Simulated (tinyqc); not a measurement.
From results back to parameters: two-band k.p model of the Delta valleys near the X point under shear strain. Three cases, with inputs chosen for the exercise.

Problem. Under a shear strain exy (|eta| < 1) the valley on the [001] axis has ml(eta) = ml/(1 - eta^2), 1/m[110] = 1/mt + eta/Mp and 1/m[1-10] = 1/mt - eta/Mp with Mp > 0, eta = D exy/Delta, Delta = 2 c k0^2/ml, k0 = kx0 2 pi/a, c = hbar^2/2m0.

Constants: hbar^2/2m0 = 3.80998211 eV angstrom^2.

Find: mt; eta; Mp; D.

Method. The mean of the two inverse transverse masses is 1/mt; eta^2 = 1 - ml/ml(eta), with the sign of 1/m[110] - 1/m[1-10] = 2 eta/Mp, which then gives Mp; D = eta Delta/exy.

Case 1.

Values chosen (near those of Si; not measured data): a = 5.434 angstrom (lattice constant); ml = 0.91 m0 (longitudinal mass); kx0 = 0.149 2 pi/a (distance of the minimum from X); exy = 0.0014 (shear strain).

m[110], m[1-10], ml(eta) (m0): 0.18738657  0.21674639  0.91689938

Solution.

mt = 0.201 m0
eta = 0.0867
Mp = 0.240 m0
D = 15.4 eV

Case 2.

Values chosen (near those of Si; not measured data): a = 5.447 angstrom (lattice constant); ml = 0.92 m0 (longitudinal mass); kx0 = 0.149 2 pi/a (distance of the minimum from X); exy = -0.0037 (shear strain).

m[110], m[1-10], ml(eta) (m0): 0.23404890  0.15990522  0.96990571

Solution.

mt = 0.190 m0
eta = -0.2268
Mp = 0.229 m0
D = 15.0 eV

Case 3.

Values chosen (near those of Si; not measured data): a = 5.444 angstrom (lattice constant); ml = 0.913 m0 (longitudinal mass); kx0 = 0.154 2 pi/a (distance of the minimum from X); exy = -0.0039 (shear strain).

m[110], m[1-10], ml(eta) (m0): 0.22490105  0.16447596  0.94639767

Solution.

mt = 0.190 m0
eta = -0.1879
Mp = 0.230 m0
D = 12.7 eV

Computed by tinyqc, one run a case: `OMP_NUM_THREADS=1 python tinyqc.py N N+1 out.jsonl` with N = 1051224, 1051261, 1051265; one thread of a shared Intel(R) Xeon(R) Processor @ 2.30GHz, about 0.01 s a run at most.
